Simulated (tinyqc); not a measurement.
Lattice vibrations of a chain, step by step. One step of it, computed by the program tinyqc.

Question. Frequencies. omega^2 are the eigenvalues; wavenumber = 521.4708 sqrt(eigenvalue) 1/cm.

D(q) (eV/(angstrom^2 u)):
```
                     1                    2
1             2.943750  -2.051057+0.490253i
2  -2.051057-0.490253i             1.585859
```

Give: eigenvalues; wavenumbers; weights |e|^2 of the mass-weighted modes.

Answer.

eigenvalues: 0.049  4.480

wavenumbers (1/cm): 115.9  1103.8

weights |e|^2 of the mass-weighted modes:
```
        mode 1  mode 2
atom 1   0.347   0.653
atom 2   0.653   0.347
```
